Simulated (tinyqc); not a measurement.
Alloy A(1-x)B(x) by interpolation with bowing, step by step. Values are carried at full precision from step to step, so a last printed digit may differ when a step is redone from the rounded ones.

Each gap follows E(x) = (1 - x) E_A + x E_B - C x (1 - x); the lattice constant follows Vegard, a(x) = (1 - x) a_A + x a_B.

Constants: hc = 1239.841984 eV nm; kB = 8.617333262e-05 eV/K.

Inputs chosen for the exercise (A near Si, B near Ge; shifted at random, so the results belong to these values and not to a real crystal): a = (5.426, 5.665) angstrom (lattice constant of A, B); x = 0.88 (fraction of B); Eg = (4.245, 0.885) eV (gap at Gamma to the s-like level of A, B); EgX = (1.158, 0.942) eV (gap to the lowest valley along Gamma-X of A, B); EgL = (2.078, 0.746) eV (gap to L of A, B); C = (0.22, 0.238, 0) eV (bowing of the Gamma, X and L gaps); Dso = (0.043, 0.291) eV (spin-orbit splitting of A, B); Ep = (21.5, 26.3) eV (Kane energy of A, B); me = (0.203, 0.0382) m0 (electron mass at Gamma of A, B); Cs = 0 eV (bowing of Dso); md = (0.0549, 0.83, 0.49) m0 (density-of-states masses of Gamma, all X and all L valleys); T = 300 K (temperature).

## Gaps and lattice constant at x

Also give the wavelength hc/E of the lowest gap.

a(x) = 5.6363 angstrom

linear parts (eV): Gamma 1.2882, X 0.9679, L 0.9058

bowing terms C x (1 - x) (eV): Gamma 0.0232, X 0.0251, L 0.0000

gaps (eV): Gamma 1.2650, X 0.9428, L 0.9058

wavelength of the lowest gap = 1368.7 nm

The lowest valley is L, so the gap is indirect; the next, X, lies 37 meV higher.

## Where the valleys cross

The difference of two gaps is a quadratic q2 x^2 + q1 x + q0 with q2 = C_i - C_j, q1 = (E_B - E_A - C)_i - (E_B - E_A - C)_j, q0 = E_A,i - E_A,j; give its roots between 0 and 1 (a dash: none).

Crossings:
```
pair,q2,q1,q0,first root,second root
Gamma-X,-0.018,-3.126,3.087,0.9820,-
Gamma-L,0.220,-2.248,2.167,-,-
X-L,0.238,0.878,-0.920,0.8514,-
```

The lowest valley changes at x = 0.851 (X to L, gap 0.944 eV). The other crossings lie above the lowest valley.

## Electron mass of the alloy

Mass at Gamma from the Kane formula 1/m = F + Ep (Eg + 2 Dso/3)/(Eg (Eg + Dso)). F is fixed by the masses of A and B and interpolated linearly, as is Ep; Eg and Dso carry their bowing.

Compare with the linear interpolation of the masses.

F of A, B: -0.1217  -1.0883

Ep, Eg, Dso at x (eV): 25.7240  1.2650  0.2612

m(x) from the Kane formula = 0.0549 m0
m(x) linear = 0.0580 m0

The Kane value lies 5.2 % below the linear one. The Gamma valley is not the lowest at this x.

## Shares of the electrons in the valleys

Non-degenerate: n_i proportional to md_i^(3/2) exp(-E_i/kT).

md^(3/2): Gamma 0.0129, X 0.7562, L 0.3430

(E - E_min)/kT: Gamma 13.89, X 1.43, L 0.00

shares: Gamma 0.000, X 0.346, L 0.654

L holds most electrons (65.4 %).

## Checks

- The Gamma and X gaps at their crossing x = 0.9820 (eV): both 0.9417.
- The X and L gaps at their crossing x = 0.8514 (eV): both 0.9440.

Program tinyqc; command `OMP_NUM_THREADS=1 python tinyqc.py 1080596 1080597 out.jsonl`; about 0.01 s on one thread of a shared Intel(R) Xeon(R) Processor @ 2.30GHz.
